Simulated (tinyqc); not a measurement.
Tersoff bond-order potential: one step, computed by the program tinyqc.

E = (1/2) sum_(i, j != i) [A exp(-lambda r_ij) - b_ij B exp(-mu r_ij)], b_ij = (1 + (beta zeta_ij)^n)^(-1/(2n)), zeta_ij = sum_(k != i, j) g(theta_ijk), g = 1 + c^2/d^2 - c^2/(d^2 + (h - cos theta)^2), with theta at atom i. Only nearest neighbours count (cut-off function 1 for them, 0 beyond).

Problem. Unrelaxed vacancy. Each of the four neighbours loses one bond; its three other bonds now have zeta = 2 g, for the direction that starts at it. E_v = -E + 12 x (1/2)(b(3g) - b(2g)) B exp(-mu r), where -E is the pair-like cost.

Inputs (values chosen for the exercise, modelled on germanium): B = 425.54 eV; mu = 1.7047 1/angstrom; beta = 8.35e-07; n = 0.7656.

zeta = 8236.485

energy per atom of the diamond lattice = -4.110291 eV

bond order b = 0.9858273

bond length = 2.419245 angstrom

Give: b(2g); unrelaxed vacancy energy E_v.

Solution.

b(2g) = 0.9896

unrelaxed vacancy energy E_v = 3.956 eV

Stronger back bonds return 0.154 eV, so E_v is 96 % of the cohesive energy.
